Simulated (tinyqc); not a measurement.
Worked calculation: coherent transport through a tight-binding region between two chains. Computed by tinyqc, a small Python program that keeps every step. Settings: temperature = 77, mu = -0.31. Command: `OMP_NUM_THREADS=1 python tinyqc.py 23456 23457 out.jsonl` (the two numbers bound the seeds that draw the settings). One thread of a shared host (Intel(R) Xeon(R) Processor @ 2.60GHz), about 0.08 s of CPU time with the checks.

## Transmission at E = -0.03 eV

H of the central region (eV):
```
           1          2          3
1   0.000000  -1.830000   0.000000
2  -1.830000   0.640000  -1.420000
3   0.000000  -1.420000   0.000000
```

Leads: semi-infinite chains with site energy 0:
```
parameter                           value
lead hopping t (eV)              1.600000
coupling to the left lead (eV)   0.630000
coupling to the right lead (eV)  0.960000
left contact site                       1
right contact site                      3
```

E = -0.030000 eV

Surface Green function g = (E - i sqrt(4 t^2 - E^2)) / (2 t^2); self-energy tc^2 g on each contact site; G = (E - H - Sigma)^(-1); Gamma = -2 Im Sigma; T = Gamma_L Gamma_R |G_LR|^2; local density of states -Im G_ii / pi.

g = -0.005859-0.624973i 1/eV

G (1/eV):
```
                    1                   2                    3
1  0.079002-0.836008i  0.434324-0.023351i   0.103115+1.066373i
2  0.434324-0.023351i  0.003403-0.059225i   0.146103+0.002149i
3  0.103115+1.066373i  0.146103+0.002149i  -0.063951-1.373255i
```

local density of states (1/eV): 0.266110  0.018852  0.437121

transmission = 0.655942

## Transmission across the band

The same steps on a grid of energies.

T(E):
```
E (eV)              T
-3.04000000  0.002698
-2.73600000  0.022634
-2.43200000  0.171435
-2.12800000  0.934448
-1.82400000  0.403310
-1.52000000  0.248856
-1.21600000  0.226382
-0.91200000  0.262175
-0.60800000  0.362613
-0.30400000  0.543935
0.00000000   0.653124
0.30400000   0.471684
0.60800000   0.273064
0.91200000   0.167529
1.21600000   0.116232
1.52000000   0.091837
1.82400000   0.083701
2.12800000   0.092500
2.43200000   0.146920
2.73600000   0.682917
3.04000000   0.045049
```

levels of the isolated region (eV): -2.018311  0.000000  2.658311

## Current

I = (2e/h) int T(E) [f(E - mu - V/2) - f(E - mu + V/2)] dE at 77 K with mu = -0.31 eV, the bias not changing H; 2e^2/h = 77.48092 microsiemens; the integral runs over the band on 4001 points.

Current:
```
V (volt)  I (microampere)
0.010000         0.418352
0.050000         2.091628
0.100000         4.182413
0.200000         8.357495
0.400000        16.639040
0.800000        32.302204
```
